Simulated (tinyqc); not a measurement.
Comparisons within one model: special k points of the fcc lattice. A value that a table varies takes the place of the one given here.

Lattice vectors in units of a: a1 = (0, 1/2, 1/2), a2 = (1/2, 0, 1/2), a3 = (1/2, 1/2, 0); reciprocal vectors b_i with a_i . b_j = 2 pi delta_ij. Mesh: k = sum_i f_i b_i with f_i = (2 j_i + shift)/(2 N), j_i = 0 .. N-1. The point group of the lattice has 48 operations; only those that map the mesh onto itself are used.

A_m(k) = sum over the m-th star of lattice vectors R of cos(k . R), stars in order of length: m = 1: |R|^2 = 0.5, 12 vectors, such as (1, 0, 0) in the basis a_i; m = 2: |R|^2 = 1, 6 vectors, such as (1, 1, -1) in the basis a_i; m = 3: |R|^2 = 1.5, 24 vectors, such as (2, 0, -1) in the basis a_i; m = 4: |R|^2 = 2, 12 vectors, such as (2, 0, 0) in the basis a_i; m = 5: |R|^2 = 2.5, 24 vectors, such as (2, 1, -1) in the basis a_i; m = 6: |R|^2 = 3, 8 vectors, such as (3, -1, -1) in the basis a_i. The zone mean of every A_m is zero.

Test function, the lower band of a two-band insulator: E(k) = -sqrt(D^2 + (e0 - t A_1(k))^2).

Inputs chosen for the exercise:
```
symbol  value  unit  meaning
D       0.88   eV    half gap term
t       0.32   eV    coupling
e0      1.09   eV    offset
N       6            points along each reciprocal vector
shift   0            half steps
```

## Mesh size and shift

Errors of the mean of E against the unshifted mesh with N = 24. The fifth column is |R|^2 of the shortest star with a non-zero mean.

Meshes:
```
mesh       points  irreducible  operations  |R|^2 missed  error (meV)
1 Gamma         1            1          48          0.50    -1177.520
1 shifted       1            1          12          1.00      308.956
2 Gamma         8            3          48          2.00     -299.557
2 shifted       8            2          12          4.00      -48.284
3 Gamma        27            4          48          4.50       36.520
3 shifted      27            6          12          9.00        9.717
4 Gamma        64            8          48          8.00       -4.471
4 shifted      64           10          12         16.00       -1.721
5 Gamma       125           10          48         12.50       -1.712
5 shifted     125           19          12           >16        0.532
6 Gamma       216           16          48           >16        1.607
6 shifted     216           28          12           >16       -0.194
```

reference mean = -1.70985 eV

The shifted mesh has the smaller error for 6 of 6 values of N and the larger for 0. The cheapest mesh within 1 meV is 5 shifted, with 19 irreducible points. A mesh misses the lattice vectors N (n1 a1 + n2 a2 + ...); the half shift gives each the sign (-1)^(n1 + n2 + ...), so the 12 shortest ones add up to 0 in place of 12: they cancel. The shift lowers the symmetry; it leaves more irreducible points for N = 3, 4, 5 and 6; it leaves fewer irreducible points for N = 2.

## Gap and mesh density

D takes the values listed; errors against the unshifted mesh with N = 30, for unshifted meshes.

Errors (meV):
```
D (eV)  reference (eV)     N = 2    N = 4   N = 6  N = 8
0.2            -1.4271  -363.582  -13.166  12.403  3.460
0.4            -1.4839  -345.332  -10.343   6.905  1.470
0.8            -1.6652  -306.814   -5.225   2.039  0.238
1.5            -2.1204  -250.038   -1.184   0.288  0.009
2.5            -2.9287  -191.319   -0.023   0.028  0.000
4.0            -4.2866  -136.639    0.091   0.002  0.000
```

The first listed N from which the error stays below 0.5 meV is none for D = 0.2, none for D = 0.4, 8 for D = 0.8, 6 for D = 1.5, 4 for D = 2.5, 4 for D = 4 eV. A larger D makes the function smoother, so its Fourier coefficients fall faster with |R|; single entries change sign along a column, so a small error on one coarse mesh can be a cancellation.

## One point for the whole zone

The mean-value (Baldereschi) point is taken at k = (2 pi/a) (0.6223, 0.2953, 0), that is f = (0.1477, 0.3111, 0.4588); the reference is the mesh with N = 24.

Single points:
```
point                     A_1     A_2     A_3     A_4   E (eV)
Gamma                  12.000   6.000  24.000  12.000  -2.8874
mean-value point        0.000   0.000  -4.405  -3.192  -1.4008
zone-face centre b1/2   0.000  -6.000   0.000  12.000  -1.4009
```

reference mean = -1.7098 eV

The mean-value point makes A_1 and A_2 vanish. Its error is +309 meV, against -1178 meV at Gamma and +309 meV at b1/2. E is not linear in A_1; its powers hold sums of nearest vectors and a non-zero mean, so this point is not exact. A_1 has the same value at b1/2, and E depends on A_1 alone, so this test cannot tell the two points apart.

## What moves the zone average

Mean of E over the mesh, and its error against the unshifted mesh with N = 24. Each row changes one parameter from the base and keeps the others.

Results:
```
case          mean (eV)  error (meV)  irreducible points
base            -1.7082         1.61                  16
N = 7           -1.7105        -0.69                  20
shift = 1       -1.7100        -0.19                  28
D = 0.616 eV    -1.5688         3.56                  16
t = 0.416 eV    -1.8977         1.22                  16
```

The largest shifts from the base row, up to three for each result and ties (the steps differ in size, so this ranks the rows, not the parameters). mean (eV): t -0.1895, D +0.1395, N -0.0023. error (meV): N -2.30, D +1.95, shift -1.80. irreducible points: shift +12, N +4; unchanged at the printed digits by D and t.

Computed by tinyqc, a small Python program: `OMP_NUM_THREADS=1 python tinyqc.py 1680628 1680629 out.jsonl` (the numbers bound the seed that draws the inputs); one thread of a shared host (Intel(R) Xeon(R) Processor @ 2.30GHz), about 0.1 s for the whole set of steps.
